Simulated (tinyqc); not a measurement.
Inside a calculation (part 2 of 2). Method: UKS/PBE in the sto-3g basis, for BeH, spin multiplicity 2. Computed by tinyqc, a small Python program that keeps every step (integrals from PySCF). Command: `OMP_NUM_THREADS=1 python tinyqc.py 20288 20289 out.jsonl` (the two numbers bound the seeds that draw the settings). One thread of a shared host (Intel(R) Xeon(R) Processor @ 2.60GHz), about 2 s of CPU time with the checks.

Geometry (angstrom):
```
atom,x,y,z
Be,0.000000,0.000000,0.000000
H,0.000000,0.000000,1.257000
```

## Iteration 7 (converged): orbitals

converged F(alpha) (hartree), lower triangle:
```
,1Be 1s,1Be 2s,1Be 2px,1Be 2py,1Be 2pz,2H 1s
1Be 1s,-3.664285
1Be 2s,-1.089664,-0.495737
1Be 2px,0.000000,0.000000,-0.000809
1Be 2py,0.000000,0.000000,0.000000,-0.000809
1Be 2pz,0.001269,-0.026150,0.000000,0.000000,-0.082129
2H 1s,-0.359121,-0.297759,0.000000,0.000000,-0.201365,-0.207151
```

converged F(beta) (hartree), lower triangle:
```
,1Be 1s,1Be 2s,1Be 2px,1Be 2py,1Be 2pz,2H 1s
1Be 1s,-3.650972
1Be 2s,-1.084610,-0.440438
1Be 2px,0.000000,0.000000,0.040123
1Be 2py,0.000000,0.000000,0.000000,0.040123
1Be 2pz,-0.003703,-0.089510,0.000000,0.000000,0.000359
2H 1s,-0.358252,-0.291676,0.000000,0.000000,-0.200280,-0.192671
```

X, lower triangle:
```
,1Be 1s,1Be 2s,1Be 2px,1Be 2py,1Be 2pz,2H 1s
1Be 1s,1.027472
1Be 2s,-0.145423,1.191271
1Be 2px,0.000000,0.000000,1.000000
1Be 2py,0.000000,0.000000,0.000000,1.000000
1Be 2pz,-0.010735,0.179866,0.000000,0.000000,1.196445
2H 1s,0.017544,-0.405398,0.000000,0.000000,-0.444015,1.356972
```

Diagonalise F' = X^T F X, C = X C', fill 3 alpha and 2 beta electrons from the bottom; D(s) = C_occ C_occ^T. Each column has its largest component positive (the first on a tie).

F' = X^T F X (alpha) (hartree), lower triangle:
```
,1,2,3,4,5,6
1,-3.564769
2,-0.595299,-0.176815
3,0.000000,0.000000,-0.000809
4,0.000000,0.000000,0.000000,-0.000809
5,-0.002316,0.105402,0.000000,0.000000,0.076138
6,-0.081757,-0.244156,0.000000,0.000000,-0.272963,0.078986
```

orbital energies (alpha) (hartree): MO1 -3.670300, MO2 -0.265500, MO3 -0.108941, MO4 -0.000809, MO5 -0.000809, MO6 0.458281

coefficients C (alpha):
```
,MO1,MO2,MO3,MO4,MO5,MO6
1Be 1s,0.987785,-0.212318,-0.201713,0.000000,0.000000,0.125631
1Be 2s,0.045996,0.533622,0.761227,0.000000,0.000000,-0.877860
1Be 2px,0.000000,0.000000,0.000000,0.147682,0.989035,0.000000
1Be 2py,0.000000,0.000000,0.000000,0.989035,-0.147682,0.000000
1Be 2pz,0.003462,0.237984,-0.630959,0.000000,0.000000,-1.098335
2H 1s,-0.006893,0.525958,-0.261698,0.000000,0.000000,1.363089
```

F' = X^T F X (beta) (hartree), lower triangle:
```
,1,2,3,4,5,6
1,-3.551130
2,-0.599166,-0.127584
3,0.000000,0.000000,0.040123
4,0.000000,0.000000,0.000000,0.040123
5,0.000938,0.041737,0.000000,0.000000,0.169585
6,-0.081791,-0.236134,0.000000,0.000000,-0.289306,0.100242
```

orbital energies (beta) (hartree): MO1 -3.656822, MO2 -0.255080, MO3 0.011237, MO4 0.040123, MO5 0.040123, MO6 0.491778

coefficients C (beta):
```
,MO1,MO2,MO3,MO4,MO5,MO6
1Be 1s,0.988018,-0.201115,-0.222718,0.000000,0.000000,0.105072
1Be 2s,0.045567,0.497319,0.865339,0.000000,0.000000,-0.799225
1Be 2px,0.000000,0.000000,0.000000,-0.113157,0.993577,0.000000
1Be 2py,0.000000,0.000000,0.000000,0.993577,0.113157,0.000000
1Be 2pz,0.006036,0.294746,-0.518723,0.000000,0.000000,-1.142415
2H 1s,-0.007954,0.520537,-0.343880,0.000000,0.000000,1.346812
```

D(alpha) after iteration 7, lower triangle:
```
,1Be 1s,1Be 2s,1Be 2px,1Be 2py,1Be 2pz,2H 1s
1Be 1s,1.061487
1Be 2s,-0.221414,0.866335
1Be 2px,0.000000,0.000000,0.000000
1Be 2py,0.000000,0.000000,0.000000,0.000000
1Be 2pz,0.080164,-0.353151,0.000000,0.000000,0.454758
2H 1s,-0.065692,0.081134,0.000000,0.000000,0.290267,0.345165
```

D(beta) after iteration 7, lower triangle:
```
,1Be 1s,1Be 2s,1Be 2px,1Be 2py,1Be 2pz,2H 1s
1Be 1s,1.016626
1Be 2s,-0.054997,0.249402
1Be 2px,0.000000,0.000000,0.000000
1Be 2py,0.000000,0.000000,0.000000,0.000000
1Be 2pz,-0.053314,0.146858,0.000000,0.000000,0.086912
2H 1s,-0.112546,0.258510,0.000000,0.000000,0.153378,0.271022
```

Within a degenerate level the vectors are fixed only up to a rotation; this is one choice.

## Convergence

Stop when the energy changes by less than 1e-09 hartree and every element of the error matrix X^T (F D S - S D F) X (for each spin) is below 9e-06.

Course of the cycle:
```
iteration,E (hartree),change,largest element of the error matrix
1,-14.96430060,-,5.31e-02
2,-14.98723843,-2.29e-02,4.73e-03
3,-14.98733312,-9.47e-05,1.34e-03
4,-14.98733839,-5.27e-06,5.94e-04
5,-14.98733898,-5.92e-07,9.93e-05
6,-14.98733901,-2.64e-08,1.65e-06
7,-14.98733901,-6.44e-12,1.64e-07
```

PySCF UKS in the same basis, fine grid, after a stability check = -14.99595496 hartree

Converged in 7 iterations. The coarse grid moves the energy by +8.62e-03 hartree.

## Populations, bond orders and dipole

overlap S, lower triangle:
```
,1Be 1s,1Be 2s,1Be 2px,1Be 2py,1Be 2pz,2H 1s
1Be 1s,1.000000
1Be 2s,0.259517,1.000000
1Be 2px,0.000000,0.000000,1.000000
1Be 2py,0.000000,0.000000,0.000000,1.000000
1Be 2pz,0.000000,0.000000,0.000000,0.000000,1.000000
2H 1s,0.083483,0.493866,0.000000,0.000000,0.547782,1.000000
```

Mulliken: Z minus the diagonal of D S on the atom; Loewdin: the same with S^(1/2) D S^(1/2); Mayer order: 2 sum_s sum (D(s) S)_ij (D(s) S)_ji over the two atoms.

Charges (e):
```
atom,Mulliken,Loewdin,Mulliken spin
1Be,0.012067,0.012081,0.934560
2H,-0.012067,-0.012081,0.065440
```

Mayer bond orders:
```
pair,order
2-1,0.995572
```

dipole moment about the origin, x y z (debye): 0.000000  0.000000  -0.442127

<S^2> of the determinant (pure state: 0.75) = 0.750239
